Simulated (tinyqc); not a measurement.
Stretching all distances: RHF, UHF, MP2, CISD and CCSD against full CI in the sto-3g basis, for H3+, spin multiplicity 1. Computed by the program tinyqc with PySCF. 

Geometry (angstrom):
```
atom       x       y       z
H     0.0000  0.0000  0.0000
H     0.0000  0.0000  0.7540
H     0.0000  0.6530  0.3770
```

All coordinates are multiplied by the scale. c0^2 is the weight of the RHF determinant in the lowest singlet FCI state (UHF is spin-contaminated and may lie near states of higher spin) and n(LUMO) the first natural occupation beyond the occupied space.

Full CI energy (hartree) and errors against it (kcal/mol):
```
scale   distance 1-2 (angstrom)     E(FCI)      RHF      UHF      MP2    CISD    CCSD  <S^2> UHF    c0^2  n(LUMO)
0.8600                   0.6484  -1.098096  11.9113  11.9113   3.2490  0.0000  0.0000     0.0000  0.9915   0.0085
1.0400                   0.7842  -1.227400  13.8928  13.8928   3.9986  0.0000  0.0000     0.0000  0.9883   0.0117
1.2200                   0.9199  -1.270536  16.2149  16.2149   4.8648  0.0000  0.0000     0.0000  0.9841   0.0159
1.4000                   1.0556  -1.270891  19.0083  19.0083   5.8850  0.0000  0.0000     0.0000  0.9785   0.0215
1.5800                   1.1913  -1.249281  22.4268  22.4268   7.1028  0.0000  0.0000     0.0000  0.9710   0.0290
1.7600                   1.3270  -1.216795  26.5989  26.5989   8.5411  0.0000  0.0000     0.0000  0.9610   0.0390
1.9400                   1.4628  -1.179968  31.6047  31.6047  10.1836  0.0000  0.0000     0.0000  0.9481   0.0519
2.1200                   1.5985  -1.142809  37.4652  36.7337  11.9633  0.0000  0.0000     0.1591  0.9319   0.0681
```

UHF parts from RHF first at scale 2.12 of those listed, where <S^2> leaves zero. The weight c0^2 goes from 0.99 to 0.93 and n(LUMO) from 0.01 to 0.07: static correlation grows as the bonds break into open-shell fragments. The spread of the error along the curve, which distorts its shape, is CISD 0.0, CCSD 0.0, MP2 8.7, UHF 24.8, RHF 25.6 kcal/mol. With two electrons CISD and CCSD are exact.
